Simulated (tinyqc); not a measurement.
ROHF in the 6-31g basis, for H4+, spin multiplicity 2, step by step (part 2 of 3). Computed by tinyqc, a small Python program that keeps every step (integrals from PySCF). Command: `OMP_NUM_THREADS=1 python tinyqc.py 31724 31725 out.jsonl` (the two numbers bound the seeds that draw the settings). One thread of a shared host (Intel(R) Xeon(R) Processor @ 2.60GHz), about 0.06 s of CPU time with the checks.

Geometry (angstrom):
```
atom        x        y        z
H     0.00000  0.00000  0.00000
H     0.00000  0.00000  1.59100
H     0.00000  2.01600  0.00000
H     0.00000  2.01600  1.59100
```

## Iteration 1: building the Fock matrix

D(alpha) at the start:
```
          1H 1s    1H 2s     2H 1s    2H 2s     3H 1s    3H 2s     4H 1s    4H 2s
1H 1s   0.13687  0.14786  -0.00436  0.00161  -0.00322  0.00186  -0.00094  0.00105
1H 2s   0.14786  0.16029   0.00161  0.00877   0.00186  0.00799   0.00105  0.00387
2H 1s  -0.00436  0.00161   0.13687  0.14786  -0.00094  0.00105  -0.00322  0.00186
2H 2s   0.00161  0.00877   0.14786  0.16029   0.00105  0.00387   0.00186  0.00799
3H 1s  -0.00322  0.00186  -0.00094  0.00105   0.13687  0.14786  -0.00436  0.00161
3H 2s   0.00186  0.00799   0.00105  0.00387   0.14786  0.16029   0.00161  0.00877
4H 1s  -0.00094  0.00105  -0.00322  0.00186  -0.00436  0.00161   0.13687  0.14786
4H 2s   0.00105  0.00387   0.00186  0.00799   0.00161  0.00877   0.14786  0.16029
```

D(beta) at the start:
```
          1H 1s    1H 2s     2H 1s    2H 2s     3H 1s    3H 2s     4H 1s    4H 2s
1H 1s   0.06843  0.07393  -0.00218  0.00081  -0.00161  0.00093  -0.00047  0.00053
1H 2s   0.07393  0.08014   0.00081  0.00438   0.00093  0.00400   0.00053  0.00194
2H 1s  -0.00218  0.00081   0.06843  0.07393  -0.00047  0.00053  -0.00161  0.00093
2H 2s   0.00081  0.00438   0.07393  0.08014   0.00053  0.00194   0.00093  0.00400
3H 1s  -0.00161  0.00093  -0.00047  0.00053   0.06843  0.07393  -0.00218  0.00081
3H 2s   0.00093  0.00400   0.00053  0.00194   0.07393  0.08014   0.00081  0.00438
4H 1s  -0.00047  0.00053  -0.00161  0.00093  -0.00218  0.00081   0.06843  0.07393
4H 2s   0.00053  0.00194   0.00093  0.00400   0.00081  0.00438   0.07393  0.08014
```

core Hamiltonian H = T + V (hartree):
```
          1H 1s     1H 2s     2H 1s     2H 2s     3H 1s     3H 2s     4H 1s     4H 2s
1H 1s  -1.05870  -1.00994  -0.11263  -0.36724  -0.02421  -0.19102  -0.00196  -0.06801
1H 2s  -1.00994  -1.19424  -0.36724  -0.67132  -0.19102  -0.44180  -0.06801  -0.24371
2H 1s  -0.11263  -0.36724  -1.05870  -1.00994  -0.00196  -0.06801  -0.02421  -0.19102
2H 2s  -0.36724  -0.67132  -1.00994  -1.19424  -0.06801  -0.24371  -0.19102  -0.44180
3H 1s  -0.02421  -0.19102  -0.00196  -0.06801  -1.05870  -1.00994  -0.11263  -0.36724
3H 2s  -0.19102  -0.44180  -0.06801  -0.24371  -1.00994  -1.19424  -0.36724  -0.67132
4H 1s  -0.00196  -0.06801  -0.02421  -0.19102  -0.11263  -0.36724  -1.05870  -1.00994
4H 2s  -0.06801  -0.24371  -0.19102  -0.44180  -0.36724  -0.67132  -1.00994  -1.19424
```

nuclear repulsion = 1.6022940 hartree

Given earlier and not repeated: Two-electron integrals (ij|kl) in chemists' order.

J_ij = sum D_kl (ij|kl) with D = D(alpha) + D(beta), K_ij = sum D_kl (ik|jl) for each spin; F = H + J - K(s); E = tr D H + tr D J / 2 - 0.5 sum_s tr D(s) K(s) + E_nn.

Coulomb J (hartree):
```
         1H 1s    1H 2s    2H 1s    2H 2s    3H 1s    3H 2s    4H 1s    4H 2s
1H 1s  1.22532  0.74946  0.04724  0.23492  0.00744  0.11319  0.00042  0.03583
1H 2s  0.74946  0.98088  0.23492  0.50146  0.11319  0.32074  0.03583  0.16426
2H 1s  0.04724  0.23492  1.22532  0.74946  0.00042  0.03583  0.00744  0.11319
2H 2s  0.23492  0.50146  0.74946  0.98088  0.03583  0.16426  0.11319  0.32074
3H 1s  0.00744  0.11319  0.00042  0.03583  1.22532  0.74946  0.04724  0.23492
3H 2s  0.11319  0.32074  0.03583  0.16426  0.74946  0.98088  0.23492  0.50146
4H 1s  0.00042  0.03583  0.00744  0.11319  0.04724  0.23492  1.22532  0.74946
4H 2s  0.03583  0.16426  0.11319  0.32074  0.23492  0.50146  0.74946  0.98088
```

exchange K(alpha) (hartree):
```
         1H 1s    1H 2s    2H 1s    2H 2s    3H 1s    3H 2s    4H 1s    4H 2s
1H 1s  0.38263  0.29399  0.05385  0.12513  0.01984  0.06731  0.00751  0.03288
1H 2s  0.29399  0.28255  0.12513  0.18063  0.06731  0.11300  0.03288  0.07540
2H 1s  0.05385  0.12513  0.38263  0.29399  0.00751  0.03288  0.01984  0.06731
2H 2s  0.12513  0.18063  0.29399  0.28255  0.03288  0.07540  0.06731  0.11300
3H 1s  0.01984  0.06731  0.00751  0.03288  0.38263  0.29399  0.05385  0.12513
3H 2s  0.06731  0.11300  0.03288  0.07540  0.29399  0.28255  0.12513  0.18063
4H 1s  0.00751  0.03288  0.01984  0.06731  0.05385  0.12513  0.38263  0.29399
4H 2s  0.03288  0.07540  0.06731  0.11300  0.12513  0.18063  0.29399  0.28255
```

exchange K(beta) (hartree):
```
         1H 1s    1H 2s    2H 1s    2H 2s    3H 1s    3H 2s    4H 1s    4H 2s
1H 1s  0.19131  0.14699  0.02693  0.06256  0.00992  0.03365  0.00375  0.01644
1H 2s  0.14699  0.14127  0.06256  0.09031  0.03365  0.05650  0.01644  0.03770
2H 1s  0.02693  0.06256  0.19131  0.14699  0.00375  0.01644  0.00992  0.03365
2H 2s  0.06256  0.09031  0.14699  0.14127  0.01644  0.03770  0.03365  0.05650
3H 1s  0.00992  0.03365  0.00375  0.01644  0.19131  0.14699  0.02693  0.06256
3H 2s  0.03365  0.05650  0.01644  0.03770  0.14699  0.14127  0.06256  0.09031
4H 1s  0.00375  0.01644  0.00992  0.03365  0.02693  0.06256  0.19131  0.14699
4H 2s  0.01644  0.03770  0.03365  0.05650  0.06256  0.09031  0.14699  0.14127
```

F(alpha) (hartree):
```
          1H 1s     1H 2s     2H 1s     2H 2s     3H 1s     3H 2s     4H 1s     4H 2s
1H 1s  -0.21601  -0.55446  -0.11924  -0.25745  -0.03661  -0.14513  -0.00904  -0.06506
1H 2s  -0.55446  -0.49591  -0.25745  -0.35049  -0.14513  -0.23405  -0.06506  -0.15485
2H 1s  -0.11924  -0.25745  -0.21601  -0.55446  -0.00904  -0.06506  -0.03661  -0.14513
2H 2s  -0.25745  -0.35049  -0.55446  -0.49591  -0.06506  -0.15485  -0.14513  -0.23405
3H 1s  -0.03661  -0.14513  -0.00904  -0.06506  -0.21601  -0.55446  -0.11924  -0.25745
3H 2s  -0.14513  -0.23405  -0.06506  -0.15485  -0.55446  -0.49591  -0.25745  -0.35049
4H 1s  -0.00904  -0.06506  -0.03661  -0.14513  -0.11924  -0.25745  -0.21601  -0.55446
4H 2s  -0.06506  -0.15485  -0.14513  -0.23405  -0.25745  -0.35049  -0.55446  -0.49591
```

F(beta) (hartree):
```
          1H 1s     1H 2s     2H 1s     2H 2s     3H 1s     3H 2s     4H 1s     4H 2s
1H 1s  -0.02469  -0.40747  -0.09231  -0.19489  -0.02669  -0.11148  -0.00529  -0.04862
1H 2s  -0.40747  -0.35463  -0.19489  -0.26017  -0.11148  -0.17755  -0.04862  -0.11715
2H 1s  -0.09231  -0.19489  -0.02469  -0.40747  -0.00529  -0.04862  -0.02669  -0.11148
2H 2s  -0.19489  -0.26017  -0.40747  -0.35463  -0.04862  -0.11715  -0.11148  -0.17755
3H 1s  -0.02669  -0.11148  -0.00529  -0.04862  -0.02469  -0.40747  -0.09231  -0.19489
3H 2s  -0.11148  -0.17755  -0.04862  -0.11715  -0.40747  -0.35463  -0.19489  -0.26017
4H 1s  -0.00529  -0.04862  -0.02669  -0.11148  -0.09231  -0.19489  -0.02469  -0.40747
4H 2s  -0.04862  -0.11715  -0.11148  -0.17755  -0.19489  -0.26017  -0.40747  -0.35463
```

total energy of this density = -1.0825056 hartree

This density is the starting one; it is not idempotent, so its energy is not variational and may lie below the converged one.

## Iteration 1: Roothaan effective Fock matrix

overlap S:
```
         1H 1s    1H 2s    2H 1s    2H 2s    3H 1s    3H 2s    4H 1s    4H 2s
1H 1s  1.00000  0.65829  0.03906  0.20094  0.00650  0.09814  0.00035  0.03014
1H 2s  0.65829  1.00000  0.20094  0.48243  0.09814  0.31025  0.03014  0.14967
2H 1s  0.03906  0.20094  1.00000  0.65829  0.00035  0.03014  0.00650  0.09814
2H 2s  0.20094  0.48243  0.65829  1.00000  0.03014  0.14967  0.09814  0.31025
3H 1s  0.00650  0.09814  0.00035  0.03014  1.00000  0.65829  0.03906  0.20094
3H 2s  0.09814  0.31025  0.03014  0.14967  0.65829  1.00000  0.20094  0.48243
4H 1s  0.00035  0.03014  0.00650  0.09814  0.03906  0.20094  1.00000  0.65829
4H 2s  0.03014  0.14967  0.09814  0.31025  0.20094  0.48243  0.65829  1.00000
```

With projectors Pc = D(beta) S, Po = (D(alpha) - D(beta)) S, Pv = 1 - D(alpha) S, the block xy is Px^T F Py; with Fc = (F(alpha) + F(beta))/2, the blocks are Fc for cc, oo, vv and cv, F(beta) for co and F(alpha) for ov.

effective F (hartree):
```
          1H 1s     1H 2s     2H 1s     2H 2s     3H 1s     3H 2s     4H 1s     4H 2s
1H 1s  -0.12985  -0.48326  -0.10200  -0.22127  -0.02777  -0.12283  -0.00271  -0.04998
1H 2s  -0.48326  -0.41878  -0.22127  -0.29519  -0.12283  -0.19537  -0.04998  -0.12444
2H 1s  -0.10200  -0.22127  -0.12985  -0.48326  -0.00271  -0.04998  -0.02777  -0.12283
2H 2s  -0.22127  -0.29519  -0.48326  -0.41878  -0.04998  -0.12444  -0.12283  -0.19537
3H 1s  -0.02777  -0.12283  -0.00271  -0.04998  -0.12985  -0.48326  -0.10200  -0.22127
3H 2s  -0.12283  -0.19537  -0.04998  -0.12444  -0.48326  -0.41878  -0.22127  -0.29519
4H 1s  -0.00271  -0.04998  -0.02777  -0.12283  -0.10200  -0.22127  -0.12985  -0.48326
4H 2s  -0.04998  -0.12444  -0.12283  -0.19537  -0.22127  -0.29519  -0.48326  -0.41878
```

## Iteration 1: diagonalisation and new density

X:
```
              1         2         3         4         5         6         7        8
1H 1s  -0.54422  -0.57506  -0.64727   0.65669   0.41879   0.34007   0.26751  0.16864
1H 2s   1.10389   0.75455   0.65158  -0.42310   0.20646   0.25918   0.26574  0.26175
2H 1s   0.54422   0.57506  -0.64727   0.65669  -0.41879  -0.34007   0.26751  0.16864
2H 2s  -1.10389  -0.75455   0.65158  -0.42310  -0.20646  -0.25918   0.26574  0.26175
3H 1s   0.54422  -0.57506   0.64727   0.65669  -0.41879   0.34007  -0.26751  0.16864
3H 2s  -1.10389   0.75455  -0.65158  -0.42310  -0.20646   0.25918  -0.26574  0.26175
4H 1s  -0.54422   0.57506   0.64727   0.65669   0.41879  -0.34007  -0.26751  0.16864
4H 2s   1.10389  -0.75455  -0.65158  -0.42310   0.20646  -0.25918  -0.26574  0.26175
```

Diagonalise F' = X^T F X, C = X C', fill 2 alpha and 1 beta electrons from the bottom; D(s) = C_occ C_occ^T. Each column has its largest component positive (the first on a tie).

F' = X^T F X (hartree):
```
          1         2         3         4         5         6         7         8
1   0.64899   0.00000   0.00000   0.00000  -0.31020   0.00000   0.00000   0.00000
2   0.00000   0.64936   0.00000   0.00000   0.00000  -0.25483   0.00000   0.00000
3   0.00000   0.00000   0.78719   0.00000   0.00000   0.00000  -0.13842   0.00000
4   0.00000   0.00000   0.00000   0.75735   0.00000   0.00000   0.00000  -0.01107
5  -0.31020   0.00000   0.00000   0.00000  -0.14176   0.00000   0.00000   0.00000
6   0.00000  -0.25483   0.00000   0.00000   0.00000  -0.31284   0.00000   0.00000
7   0.00000   0.00000  -0.13842   0.00000   0.00000   0.00000  -0.47137   0.00000
8   0.00000   0.00000   0.00000  -0.01107   0.00000   0.00000   0.00000  -0.62296
```

orbital energies (hartree): MO1 -0.62305, MO2 -0.48641, MO3 -0.37616, MO4 -0.24893, MO5 0.71269, MO6 0.75615, MO7 0.75743, MO8 0.80224

coefficients C:
```
           MO1       MO2       MO3       MO4       MO5       MO6       MO7       MO8
1H 1s  0.17390   0.19601   0.19135   0.21813  -0.64010  -0.65114   0.65531   0.67238
1H 2s  0.25835   0.33458   0.43349   0.55560   0.66978   0.97597  -0.42519  -0.61905
2H 1s  0.17390   0.19601  -0.19135  -0.21813   0.64010   0.65114   0.65531   0.67238
2H 2s  0.25835   0.33458  -0.43349  -0.55560  -0.66978  -0.97597  -0.42519  -0.61905
3H 1s  0.17390  -0.19601   0.19135  -0.21813  -0.64010   0.65114   0.65531  -0.67238
3H 2s  0.25835  -0.33458   0.43349  -0.55560   0.66978  -0.97597  -0.42519   0.61905
4H 1s  0.17390  -0.19601  -0.19135   0.21813   0.64010  -0.65114   0.65531  -0.67238
4H 2s  0.25835  -0.33458  -0.43349   0.55560  -0.66978   0.97597  -0.42519   0.61905
```

D(alpha) after iteration 1:
```
          1H 1s     1H 2s     2H 1s     2H 2s     3H 1s     3H 2s     4H 1s     4H 2s
1H 1s   0.06866   0.11051   0.06866   0.11051  -0.00818  -0.02066  -0.00818  -0.02066
1H 2s   0.11051   0.17869   0.11051   0.17869  -0.02066  -0.04520  -0.02066  -0.04520
2H 1s   0.06866   0.11051   0.06866   0.11051  -0.00818  -0.02066  -0.00818  -0.02066
2H 2s   0.11051   0.17869   0.11051   0.17869  -0.02066  -0.04520  -0.02066  -0.04520
3H 1s  -0.00818  -0.02066  -0.00818  -0.02066   0.06866   0.11051   0.06866   0.11051
3H 2s  -0.02066  -0.04520  -0.02066  -0.04520   0.11051   0.17869   0.11051   0.17869
4H 1s  -0.00818  -0.02066  -0.00818  -0.02066   0.06866   0.11051   0.06866   0.11051
4H 2s  -0.02066  -0.04520  -0.02066  -0.04520   0.11051   0.17869   0.11051   0.17869
```

D(beta) after iteration 1:
```
         1H 1s    1H 2s    2H 1s    2H 2s    3H 1s    3H 2s    4H 1s    4H 2s
1H 1s  0.03024  0.04493  0.03024  0.04493  0.03024  0.04493  0.03024  0.04493
1H 2s  0.04493  0.06674  0.04493  0.06674  0.04493  0.06674  0.04493  0.06674
2H 1s  0.03024  0.04493  0.03024  0.04493  0.03024  0.04493  0.03024  0.04493
2H 2s  0.04493  0.06674  0.04493  0.06674  0.04493  0.06674  0.04493  0.06674
3H 1s  0.03024  0.04493  0.03024  0.04493  0.03024  0.04493  0.03024  0.04493
3H 2s  0.04493  0.06674  0.04493  0.06674  0.04493  0.06674  0.04493  0.06674
4H 1s  0.03024  0.04493  0.03024  0.04493  0.03024  0.04493  0.03024  0.04493
4H 2s  0.04493  0.06674  0.04493  0.06674  0.04493  0.06674  0.04493  0.06674
```

## Iteration 2: building the Fock matrix

As before.

Coulomb J (hartree):
```
         1H 1s    1H 2s    2H 1s    2H 2s    3H 1s    3H 2s    4H 1s    4H 2s
1H 1s  1.17898  0.73136  0.04760  0.23254  0.00743  0.11138  0.00043  0.03574
1H 2s  0.73136  0.97391  0.23254  0.50292  0.11138  0.32008  0.03574  0.16559
2H 1s  0.04760  0.23254  1.17898  0.73136  0.00043  0.03574  0.00743  0.11138
2H 2s  0.23254  0.50292  0.73136  0.97391  0.03574  0.16559  0.11138  0.32008
3H 1s  0.00743  0.11138  0.00043  0.03574  1.17898  0.73136  0.04760  0.23254
3H 2s  0.11138  0.32008  0.03574  0.16559  0.73136  0.97391  0.23254  0.50292
4H 1s  0.00043  0.03574  0.00743  0.11138  0.04760  0.23254  1.17898  0.73136
4H 2s  0.03574  0.16559  0.11138  0.32008  0.23254  0.50292  0.73136  0.97391
```

exchange K(alpha) (hartree):
```
         1H 1s    1H 2s    2H 1s    2H 2s    3H 1s    3H 2s    4H 1s    4H 2s
1H 1s  0.33559  0.30228  0.14074  0.20494  0.00226  0.04970  0.00034  0.03433
1H 2s  0.30228  0.33242  0.20494  0.27256  0.04970  0.10708  0.03433  0.08844
2H 1s  0.14074  0.20494  0.33559  0.30228  0.00034  0.03433  0.00226  0.04970
2H 2s  0.20494  0.27256  0.30228  0.33242  0.03433  0.08844  0.04970  0.10708
3H 1s  0.00226  0.04970  0.00034  0.03433  0.33559  0.30228  0.14074  0.20494
3H 2s  0.04970  0.10708  0.03433  0.08844  0.30228  0.33242  0.20494  0.27256
4H 1s  0.00034  0.03433  0.00226  0.04970  0.14074  0.20494  0.33559  0.30228
4H 2s  0.03433  0.08844  0.04970  0.10708  0.20494  0.27256  0.30228  0.33242
```

exchange K(beta) (hartree):
```
         1H 1s    1H 2s    2H 1s    2H 2s    3H 1s    3H 2s    4H 1s    4H 2s
1H 1s  0.16012  0.16011  0.06836  0.11120  0.05190  0.08828  0.04129  0.07256
1H 2s  0.16011  0.19695  0.11120  0.16409  0.08828  0.13802  0.07256  0.12128
2H 1s  0.06836  0.11120  0.16012  0.16011  0.04129  0.07256  0.05190  0.08828
2H 2s  0.11120  0.16409  0.16011  0.19695  0.07256  0.12128  0.08828  0.13802
3H 1s  0.05190  0.08828  0.04129  0.07256  0.16012  0.16011  0.06836  0.11120
3H 2s  0.08828  0.13802  0.07256  0.12128  0.16011  0.19695  0.11120  0.16409
4H 1s  0.04129  0.07256  0.05190  0.08828  0.06836  0.11120  0.16012  0.16011
4H 2s  0.07256  0.12128  0.08828  0.13802  0.11120  0.16409  0.16011  0.19695
```

F(alpha) (hartree):
```
          1H 1s     1H 2s     2H 1s     2H 2s     3H 1s     3H 2s     4H 1s     4H 2s
1H 1s  -0.21532  -0.58086  -0.20577  -0.33963  -0.01905  -0.12934  -0.00186  -0.06660
1H 2s  -0.58086  -0.55275  -0.33963  -0.44096  -0.12934  -0.22880  -0.06660  -0.16655
2H 1s  -0.20577  -0.33963  -0.21532  -0.58086  -0.00186  -0.06660  -0.01905  -0.12934
2H 2s  -0.33963  -0.44096  -0.58086  -0.55275  -0.06660  -0.16655  -0.12934  -0.22880
3H 1s  -0.01905  -0.12934  -0.00186  -0.06660  -0.21532  -0.58086  -0.20577  -0.33963
3H 2s  -0.12934  -0.22880  -0.06660  -0.16655  -0.58086  -0.55275  -0.33963  -0.44096
4H 1s  -0.00186  -0.06660  -0.01905  -0.12934  -0.20577  -0.33963  -0.21532  -0.58086
4H 2s  -0.06660  -0.16655  -0.12934  -0.22880  -0.33963  -0.44096  -0.58086  -0.55275
```

F(beta) (hartree):
```
          1H 1s     1H 2s     2H 1s     2H 2s     3H 1s     3H 2s     4H 1s     4H 2s
1H 1s  -0.03984  -0.43868  -0.13339  -0.24590  -0.06869  -0.16792  -0.04281  -0.10482
1H 2s  -0.43868  -0.41728  -0.24590  -0.33248  -0.16792  -0.25974  -0.10482  -0.19939
2H 1s  -0.13339  -0.24590  -0.03984  -0.43868  -0.04281  -0.10482  -0.06869  -0.16792
2H 2s  -0.24590  -0.33248  -0.43868  -0.41728  -0.10482  -0.19939  -0.16792  -0.25974
3H 1s  -0.06869  -0.16792  -0.04281  -0.10482  -0.03984  -0.43868  -0.13339  -0.24590
3H 2s  -0.16792  -0.25974  -0.10482  -0.19939  -0.43868  -0.41728  -0.24590  -0.33248
4H 1s  -0.04281  -0.10482  -0.06869  -0.16792  -0.13339  -0.24590  -0.03984  -0.43868
4H 2s  -0.10482  -0.19939  -0.16792  -0.25974  -0.24590  -0.33248  -0.43868  -0.41728
```

total energy of this density = -1.5754323 hartree

## Iteration 2: Roothaan effective Fock matrix

As before.

effective F (hartree):
```
          1H 1s     1H 2s     2H 1s     2H 2s     3H 1s     3H 2s     4H 1s     4H 2s
1H 1s  -0.13331  -0.51120  -0.17531  -0.29420  -0.03814  -0.14719  -0.01661  -0.08428
1H 2s  -0.51120  -0.48137  -0.29420  -0.38307  -0.14719  -0.24792  -0.08428  -0.18662
2H 1s  -0.17531  -0.29420  -0.13331  -0.51120  -0.01661  -0.08428  -0.03814  -0.14719
2H 2s  -0.29420  -0.38307  -0.51120  -0.48137  -0.08428  -0.18662  -0.14719  -0.24792
3H 1s  -0.03814  -0.14719  -0.01661  -0.08428  -0.13331  -0.51120  -0.17531  -0.29420
3H 2s  -0.14719  -0.24792  -0.08428  -0.18662  -0.51120  -0.48137  -0.29420  -0.38307
4H 1s  -0.01661  -0.08428  -0.03814  -0.14719  -0.17531  -0.29420  -0.13331  -0.51120
4H 2s  -0.08428  -0.18662  -0.14719  -0.24792  -0.29420  -0.38307  -0.51120  -0.48137
```
